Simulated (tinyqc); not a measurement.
Programming of a floating-gate cell by Fowler-Nordheim tunnelling: one step of the calculation.

Per tunnel area the floating gate has Ctun = 3.9 eps0/tox to the channel (0 V) and Ccg to the control gate, Ct = Ctun/(1 - ag), no other coupling. With the threshold shift U = -Q/Ccg the field is F = ag (Vg - U)/tox, and dU/dt = J/Ccg. Fowler-Nordheim: J = A F^2 exp(-B/F), A = q^2/(16 pi^2 hbar mo phi) (times 1e14 for A/cm^2 with F in V/nm, emitter mass m0), B = (4/3) sqrt(mo/C) phi^1.5, C = hbar^2/(2 m0).

Problem. Constants of the cell. A, B, Ccg = ag Ct, the starting field and current, K = A B ag/(Ccg tox), and the knee time t0 = exp(B/F(0))/K.

Values chosen for this exercise; oxide values close to those of silicon dioxide: tunnel barrier phi = 3.01 eV; tunnelling mass mo = 0.41 m0; tunnel oxide thickness tox = 6.4 nm; coupling ratio Ccg/Ct ag = 0.69; tunnel area ar = 8000 nm^2; threshold shift at the start Vt0 = -1.3 V; control-gate voltage Vg = 9.7 V.

Constants: q = 1.602176634e-19 C, hbar = 1.054571817e-34 J s, m0 = 9.1093837015e-31 kg, eps0 = 8.8541878128e-14 F/cm where lengths are in cm, hbar^2/(2 m0) = 0.0380998212 eV nm^2. Results are converted to the units shown.

Wanted: A; B; Ccg; F(0); J(0); K; t0; electrons for 1 V of shift.

Solution.

A = 1.249e8 A cm^-2 (V/nm)^-2
B = 22.84 V/nm
Ccg = 1.201 uF/cm^2
F(0) = 1.186 V/nm
J(0) = 0.7589 A/cm^2
K = 2.561e14 1/s
t0 = 0.9038 us
electrons for 1 V of shift = 599.7

Range of the model: Programming fields of 10 MV/cm and more wear the oxide; trapping and the channel potential are ignored.

Program tinyqc, `OMP_NUM_THREADS=1 python tinyqc.py 2130035 2130036 out.jsonl`; Intel Xeon 2.30GHz, shared host, one thread, about 0.01 s.
